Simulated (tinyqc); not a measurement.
From current density J back to band mobility mu: space-charge-limited current through a thin insulating or semi-insulating film with traps. Computed by tinyqc, a small Python program. Command: `OMP_NUM_THREADS=1 python tinyqc.py 3014907 3014908 out.jsonl sclc inv`. One thread of a shared host (Intel(R) Xeon(R) Processor @ 2.30GHz), about 0.01 s of CPU time with the checks.

One ohmic injecting contact at x = 0 (field zero), drift only, non-degenerate free carriers.

Inputs (values chosen for the exercise, modelled on amorphous silicon):
```
quantity                                            value    unit
permittivity eps                                     11.8       -
effective density of states N_c                   1.9e+20  1/cm^3
trap density N_t                                  4.5e+15  1/cm^3
equilibrium Fermi level below the band edge, E_0     0.74      eV
thickness d                                           890      nm
free density at the anode, in units of N_c        4.9e-05       -
temperature T                                         250       K
characteristic temperature T_c                        700       K
```

Traps: exponential tail.

Constants: k_B = 8.617333262e-05 eV/K; eps_0 = 8.8541878128e-12 F/m; e = 1.602176634e-19 C.

Method:
- Free density n_0 = N_c exp(-E_0/k_B T) in equilibrium; trapped density n_t(n) = N_t (n/N_c)^(T/T_c) (the low-temperature form).
- J = e mu n F and (eps eps_0/e) dF/dx = n - n_0 + n_t(n) - n_t(n_0) = rho(n). With F = J/(e mu n): d = (eps eps_0 J/(e^2 mu)) I_1 and V = (eps eps_0 J^2/(e^3 mu^2)) I_2, I_k = int_(n_L)^infinity dn/(n^(k+1) rho(n)), n_L the density at the anode; with u = n_L/n, 200 Gauss-Legendre points in t, u = 1 - (1 - t)^2.
- Anode field J/(e mu n_L); Mott-Gurney current (9/8) eps eps_0 mu V^2/d^3; ohmic current e n_0 mu V/d.

Problem. A run gave the result below. Find the band mobility mu, known to lie between 2.4 and 5.9 cm^2/(V s).

current density J = 1490.885 A/cm^2

Solution.

Each step takes the trial c = (a f_b - b f_a)/(f_b - f_a), f being the result less the target and a, b, c the logarithms of the listed values; c replaces end b, the old b replaces a if the sign of f changed, and otherwise f_a is halved.

Scan of the range:
```
band mobility mu (cm^2/(V s))  current density J (A/cm^2)
2.40                                               919.35
2.79                                              1068.75
3.24                                              1241.13
3.76                                              1440.32
4.37                                              1673.99
5.08                                              1945.97
5.90                                              2260.08
```

False position (Illinois rule, in the logarithm of the input) inside the bracket:
```
step    end a    end b    trial  current density J (A/cm^2)
1     3.76000  4.37000  3.88434                     1487.95
2     4.37000  3.88434  3.89156                     1490.72
3     4.37000  3.89156  3.89238                     1491.03
4     3.89156  3.89238  3.89200                     1490.88
5     3.89238  3.89200  3.89200                     1490.88
```

Current density J rises at every point of a 13-point scan of the range (every second point is shown), so one value fits; it is bracketed by 3.76 and 4.37. The scan shows a pure power law with exponent 1.0000, so scaling from any one row also gives the answer directly. Answer: band mobility mu = 3.892 cm^2/(V s).
